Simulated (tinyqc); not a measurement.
Inside a calculation. Method: Hubbard chain of 2 sites. One step of it, computed by the program tinyqc.

Question. Mean-field iteration 1. H(up) = T + U n(down), H(down) = T + U n(up); fill the lowest levels; n(new) = n + mixing (n(out) - n); E = tr T (rho up + rho down) + U sum n_up n_down of the output.

one-body matrix (hopping and site energies) (eV):
```
           1          2
1   0.470000  -1.190000
2  -1.190000  -0.530000
```

U = 9.700000 eV

electrons, up and down: 1  1

mixing = 0.200000

n(up) at the start (a guess, not normalised): 1 0.500000, 2 0.500000

n(down) at the start (a guess): 1 0.500000, 2 0.500000

Give: levels, up; levels, down; energy; n(up) after iteration 1; n(down) after iteration 1.

Answer.

levels, up (eV): 3.529  6.111

levels, down (eV): 3.529  6.111

energy = 2.936 eV

n(up) after iteration 1: 1 0.461, 2 0.539

n(down) after iteration 1: 1 0.461, 2 0.539
